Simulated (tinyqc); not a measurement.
# Frequency dispersion of an accumulation capacitance by border traps, distributed model: effects of single changes

Traps spread evenly through the insulator exchange electrons with the semiconductor by tunnelling, with tau(x) = t0 exp(2 ka x) at depth x from the interface. The admittance per area Y seen at depth x obeys dY/dx = -Y^2/(i w eps0 eox) + q Nb ln(1 + i w tau)/tau, with Y(0) = i w Cs and w = 2 pi f; the gate sees Y(tox) = G + i w C. Working variable y = Y/(i w), in uF/cm^2. Cox = eps0 eox/tox.

Inputs (values chosen for the exercise); permittivity close to that of aluminium oxide:
- eox = 8.45 (relative permittivity of the insulator)
- tox = 9.3 nm (insulator thickness)
- Cs = 0.93 uF/cm^2 (semiconductor capacitance in accumulation)
- Nb = 5.1e18 cm^-3 eV^-1 (density of border traps)
- ka = 4.1 1/nm (decay constant of the wave function in the insulator)
- t0 = 2e-11 s (time constant of a trap at the interface)
- f = 1e5 Hz (frequency)

Constants: q = 1.602176634e-19 C, eps0 = 8.8541878128e-14 F/cm where lengths are in cm. Results are converted to the units shown.

Each table varies one quantity; the others keep the values above.

## Capacitance and loss against frequency

Cox; trap-free value 1/(1/Cox + 1/Cs); response depth d = ln(1/(w t0))/(2 ka), where w tau = 1; lumped estimate: all traps within d act as C_bt = q Nb d placed at d/2, so C = 1/{1/[1/(1/Cs + d/(2 eps0 eox)) + C_bt] + (tox - d/2)/(eps0 eox)}. C and G from a fine integration; dispersion -d C/d log10 f over C, from f times and over 1.1. For a broad spread of time constants G/w is close to -(pi/2) dC/d ln w.

The same in every row: trap-free C (uF/cm^2) = 0.4314.

Capacitance and loss against frequency:

| f (Hz) | d (nm) | C (uF/cm^2) | G/w (uF/cm^2) | dispersion (% a decade) | -(pi/2) dC/d ln w (uF/cm^2) | lumped C (uF/cm^2) |
|---|---|---|---|---|---|---|
| 10 | 2.499 | 0.4880 | 0.004992 | 1.499 | 0.004990 | 0.4838 |
| 100 | 2.219 | 0.4808 | 0.004788 | 1.459 | 0.004787 | 0.4771 |
| 1000 | 1.938 | 0.4739 | 0.004593 | 1.420 | 0.004591 | 0.4705 |
| 10000 | 1.657 | 0.4674 | 0.004405 | 1.381 | 0.004404 | 0.4642 |
| 1e5 | 1.376 | 0.4610 | 0.004225 | 1.343 | 0.004224 | 0.4581 |
| 1e6 | 1.095 | 0.4550 | 0.004052 | 1.305 | 0.004051 | 0.4522 |
| 1e7 | 0.8146 | 0.4491 | 0.003884 | 1.268 | 0.003885 | 0.4466 |

What does the comparison show?

C falls from 0.4880 to 0.4491 uF/cm^2, towards the trap-free 0.4314; each decade of frequency removes ln 10/(2 ka) = 0.281 nm from the response depth. The dispersion falls from 1.50 to 1.27 % a decade and G/w falls from 0.00499 to 0.00388 uF/cm^2. G/w stays at 1.00 times -(pi/2) dC/d ln w, the relation for a broad spread of time constants.

## Effect of the decay constant of the wave function in the insulator

Same model as above.

The same in every row: trap-free C (uF/cm^2) = 0.4314.

Effect of the decay constant of the wave function in the insulator:

| ka (1/nm) | d (nm) | C (uF/cm^2) | G/w (uF/cm^2) | dispersion (% a decade) | -(pi/2) dC/d ln w (uF/cm^2) | lumped C (uF/cm^2) |
|---|---|---|---|---|---|---|
| 2.5 | 2.257 | 0.4839 | 0.008000 | 2.421 | 0.007994 | 0.4780 |
| 3.2 | 1.763 | 0.4707 | 0.005766 | 1.795 | 0.005764 | 0.4666 |
| 3.9 | 1.447 | 0.4627 | 0.004493 | 1.423 | 0.004492 | 0.4596 |
| 4.6 | 1.227 | 0.4575 | 0.003675 | 1.177 | 0.003675 | 0.4550 |
| 5.3 | 1.065 | 0.4537 | 0.003107 | 1.004 | 0.003106 | 0.4516 |
| 6 | 0.9404 | 0.4509 | 0.002689 | 0.8741 | 0.002689 | 0.4491 |
| 6.7 | 0.8421 | 0.4487 | 0.002369 | 0.7740 | 0.002369 | 0.4471 |
| 7.4 | 0.7625 | 0.4469 | 0.002117 | 0.6944 | 0.002117 | 0.4455 |

As ka goes from 2.5 to 7.4, C falls from 0.484 to 0.447 uF/cm^2, the dispersion falls from 2.42 to 0.694 % a decade and G/w falls from 0.00800 to 0.00212 uF/cm^2. The lumped estimate is 1.2 % below C in the first row and 0.31 % below it in the last.

Program tinyqc, `OMP_NUM_THREADS=1 python tinyqc.py 2202152 2202153 out.jsonl`; Intel Xeon 2.30GHz, shared host, one thread, about 0.5 s.
